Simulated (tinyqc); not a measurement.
Capacitance measurement on a leaky thin oxide: effects of series resistance and leakage: one step of the calculation.

The device is a capacitance C in parallel with a leakage conductance G, in series with Rs and Ls. An impedance meter reports either a parallel pair (Cp, Gp) from Y = 1/Z = Gp + i w Cp or a series pair (Cs, Rm) from Z = Rm + 1/(i w Cs); w = 2 pi f, dissipation D = Gp/(w |Cp|).

Task. True capacitance and conductance. EOT = 3.9 tox/eox; CET = EOT + zc + zp; C = 3.9 eps0 A/CET; G = Jg A/Vs.

Inputs (values chosen for the exercise); values of the order met in thin-oxide MOS capacitors:
- eox = 3.9 (relative permittivity of the gate insulator (close to silicon dioxide))
- tox = 3.8 nm (insulator thickness)
- A = 2500 um^2 (gate area)
- zc = 0.31 nm (oxide-equivalent thickness added by the accumulation layer)
- zp = 0 nm (oxide-equivalent thickness added by gate depletion)
- Jg = 0.00077 A/cm^2 (gate leakage current density, not matched to the thickness)
- Vs = 0.32 V (voltage for an e-fold rise of the leakage)

Constants: eps0 = 8.8541878128e-14 F/cm where lengths are in cm. Results are converted to the units shown.

Find: EOT; CET; C; G.

Result.

EOT = 3.800 nm
CET = 4.110 nm
C = 21.00 pF
G = 0.06016 uS

Numbers from tinyqc (`OMP_NUM_THREADS=1 python tinyqc.py 2022202 2022203 out.jsonl`; about 0.01 s on one thread of a shared Intel Xeon 2.30GHz).
